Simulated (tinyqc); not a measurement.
Pillar capacitor in an array: capacitance, non-linearity, leakage and relaxation: one step of the calculation.

A film between two metal electrodes, each interface adding a series capacitance ci. The small-signal permittivity is ek (1 + aq E^2); the field is found with the linear permittivity. Leakage J = J0 sinh(E/Ef). After a voltage step the film passes a relaxation current kr C V tt^(-nr), tt being the time in seconds. The sidewall is a coaxial capacitor with radii a = dm/2 and b = dm/2 + t, depth AR dm; the end face is left out.

Task. Cell capacitance, fields and time constant. Per length 1/c = ln(b/a)/(2 pi eps0 ek) + (1/a + 1/b)/(2 pi ci); cell capacitance c AR dm; per footprint over pt^2; fields c V/(2 pi eps0 ek r) at r = a and b; resistance of the inner electrode rho AR dm/(pi a^2); time constant R C/3 of the distributed line.

Values chosen for this exercise; permittivity of the order of that of tantalum oxide: relative permittivity of the film ek = 26.4; film thickness t = 5.4 nm; capacitance of each electrode interface (dead layer and screening) ci = 1000 uF/cm^2; bias V = 0.5 V; diameter of the pillar dm = 54 nm; aspect ratio, depth over diameter AR = 20; pitch of the square array pt = 92 nm; resistivity of the inner electrode rho = 1600 uohm cm.

Constants: eps0 = 8.8541878128e-14 F/cm where lengths are in cm. Results are converted to the units shown.

Wanted: a; b; cell capacitance; capacitance per footprint; field at a; field at b; R; R C/3.

Result.

a = 27.00 nm
b = 32.40 nm
cell capacitance = 8.625 fF
capacitance per footprint = 101.9 uF/cm^2
field at a = 1.007 MV/cm
field at b = 0.8391 MV/cm
R = 7.545 kohm
R C/3 = 21.69 ps

The array gives 23.7 times the planar capacitance per footprint; curvature makes the field at the inner electrode 1.10 times the planar value.

Numbers from tinyqc (`OMP_NUM_THREADS=1 python tinyqc.py 2102003 2102004 out.jsonl`; about 0.01 s on one thread of a shared Intel Xeon 2.30GHz).
